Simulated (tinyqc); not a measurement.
From results back to parameters: plasmons of a degenerate electron gas in the random-phase approximation. Five cases, with inputs chosen for the exercise.

Problem. At small q the plasmon follows E = Ep + B q^2 with B = (3/10)(hbar vF)^2/Ep, hbar vF = 2 c kF/m; n and m are hidden.

Zero temperature, parabolic band: kF = (3 pi^2 n)^(1/3), EF = c kF^2/m, Ep^2 = 8 pi c e2 n/(m eb), qTF^2 = 6 pi e2 n/(eb EF), c = hbar^2/2m0, e2 = e^2/(4 pi eps0), n in 1/angstrom^3 (1e-24 per 1/cm^3).

Constants: hbar^2/2m0 = 3.80998211 eV angstrom^2; e^2/(4 pi eps0) = 14.39964547 eV angstrom.

Case 1.

Values chosen (out of a larger set: a free-electron density near that of Al; not measured data): eb = 1 (background dielectric constant).

Ep = 15.8414 eV
B = 3.37984 eV angstrom^2

Case 2.

Values chosen (out of a larger set: mass and background constant near those of GaAs; polar phonons, which mix with the plasmon in the real crystal, and the rise of the mass with filling are left out; not measured data): eb = 11 (background dielectric constant).

Ep = 93.0471 meV
B = 111.728 eV angstrom^2

Case 3.

Values chosen (out of a larger set: mass and background constant near those of GaSb; polar phonons, which mix with the plasmon in the real crystal, and the rise of the mass with filling are left out, as are the L valleys, which fill above about 0.08 eV; not measured data): eb = 14.5 (background dielectric constant).

Ep = 103.711 meV
B = 285.246 eV angstrom^2

Case 4.

Values chosen (out of a larger set: a free-electron density near that of Na; not measured data): eb = 1 (background dielectric constant).

Ep = 6.07890 eV
B = 2.45606 eV angstrom^2

Case 5.

Values chosen (out of a larger set: a free-electron density near that of Al; not measured data): eb = 1 (background dielectric constant).

Ep = 15.7978 eV
B = 3.37673 eV angstrom^2

Find: hbar vF; kF; n; m.

Solution. hbar vF = sqrt(B Ep/0.3); Ep^2 = (4 e2/(3 pi eb)) kF^2 hbar vF gives kF, then n and m.

Case 1.

hbar vF = 13.36 eV angstrom
kF = 1.753 1/angstrom
n = 1.82e+23 1/cm^3
m = 1.000 m0

Case 2.

hbar vF = 5.887 eV angstrom
kF = 0.05145 1/angstrom
n = 4.60e+18 1/cm^3
m = 0.067 m0

Case 3.

hbar vF = 9.930 eV angstrom
kF = 0.05069 1/angstrom
n = 4.40e+18 1/cm^3
m = 0.039 m0

Case 4.

hbar vF = 7.055 eV angstrom
kF = 0.9258 1/angstrom
n = 2.68e+22 1/cm^3
m = 1.000 m0

Case 5.

hbar vF = 13.33 eV angstrom
kF = 1.750 1/angstrom
n = 1.81e+23 1/cm^3
m = 1.000 m0

Computed by tinyqc, one run a case: `OMP_NUM_THREADS=1 python tinyqc.py N N+1 out.jsonl` with N = 1680817, 1680856, 1680883, 1680925, 1681021; one thread of a shared Intel(R) Xeon(R) Processor @ 2.30GHz, about 0.01 s a run at most.
